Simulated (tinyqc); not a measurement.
Classical nucleation, growth and JMAK kinetics of crystallisation from a melt or glass. Changing the interface energy gamma. Computed by tinyqc, a small Python program. Command: `OMP_NUM_THREADS=1 python tinyqc.py 3015636 3015637 out.jsonl nucl sweep`. One thread of a shared host (Intel(R) Xeon(R) Processor @ 2.30GHz), about 0.01 s of CPU time with the checks.

A spherical nucleus cap on a flat wall with a sharp interface of isotropic energy gamma; lambda = Omega^(1/3) is the jump distance.

Inputs (values chosen for the exercise, for a model substance):

| quantity | value | unit |
|---|---|---|
| melting point T_m | 930 | K |
| heat of melting per volume H | 627 | J/cm^3 |
| atomic volume Omega | 22.4 | angstrom^3 |
| temperature T | 763 | K |
| diffusion prefactor D0 | 7.5e-07 | m^2/s |
| activation energy Q | 0.95 | eV |
| contact angle theta | 130 | degrees |
| wall area per volume S_v | 13000 | 1/m |

Nucleation: on a flat wall. Driving force: Turnbull (linear).

Constants: e = 1.602176634e-19 C; k_B = 1.380649e-23 J/K; k_B = 8.617333262e-05 eV/K.

Method:
- Driving force per volume: dG = H (T_m - T)/T_m.
- Shape factor f = (2 + cos theta)(1 - cos theta)^2/4.
- W(r) = f [4 pi r^2 gamma - (4/3) pi r^3 dG]; r* = 2 gamma/dG; W* = f 16 pi gamma^3/(3 dG^2); n* = f (4/3) pi r*^3/Omega.
- D = D0 exp(-Q/(k_B T)); attachment rate k+ = (A*/lambda^2) D/lambda^2 with A* = 2 pi r*^2 (1 - cos theta); Zeldovich factor Z = sqrt(W*/(3 pi k_B T))/n*; sites per volume N = S_v/lambda^2; I = N Z k+ exp(-W*/(k_B T)); lag time = 1/(4 pi Z^2 k+).
- Growth (Wilson-Frenkel): u = (D/lambda) [1 - exp(-dG Omega/(k_B T))].
- JMAK with steady nucleation and growth, nuclei spread at random: extended fraction X_e = (pi/3) I u^3 t^4, X = 1 - exp(-X_e); t_X = [-3 ln(1 - X)/(pi I u^3)]^(1/4); final grains per volume = Gamma(5/4) (3/pi)^(1/4) (I/u)^(3/4), Gamma(5/4) = 0.9064024771.
- The nose is the T between 0.3 and 0.97 T_m where I u^3 is largest; the time is for X = 1e-6, and the critical cooling rate is estimated as (T_m - T_nose)/t_nose.

One run for each value:

| interface energy gamma (J/m^2) | barrier W* (eV) | nucleation rate I (1/(m^3 s)) | nose temperature (K) | critical cooling rate (K/s) |
|---|---|---|---|---|
| 0.0614 | 1.7486 | 2.7001e+18 | 675.72 | 5.0588e+06 |
| 0.0689 | 2.4708 | 4.8517e+13 | 652.80 | 1.6133e+06 |
| 0.0764 | 3.3687 | 5.9915e+07 | 631.02 | 4.5166e+05 |
| 0.0839 | 4.4614 | 3.8062e+00 | 610.37 | 1.1043e+05 |
| 0.0915 | 5.7870 | 6.9799e-09 | 590.58 | 2.2922e+04 |

Over the rows, barrier W* (eV) rises from 1.75 to 5.79 (exponent d ln y / d ln x about 3.0 throughout); nucleation rate I (1/(m^3 s)) falls from 2.70e18 to 6.98e-9 (exponent d ln y / d ln x -95 between the first rows and -230 between the last); nose temperature (K) falls from 676 to 591 (exponent d ln y / d ln x -0.30 between the first rows and -0.38 between the last). The exponent of barrier W* stays at 3: W* goes as gamma^3. Across a change of gamma by a factor 1.49 the rate falls by 26.6 decades, because W* enters the exponent as gamma^3; this is why measured rates fix gamma well and computed gamma fixes rates badly. Left out: 0.0990, 0.106, 0.114 (the barrier is out of all reach).

Caution (all rows): homogeneous nucleation, left out here, would be as fast or faster: the wall offers too few sites or too small a cut in the barrier.

Extremes, crossings and ranges named in words are read from the listed rows.
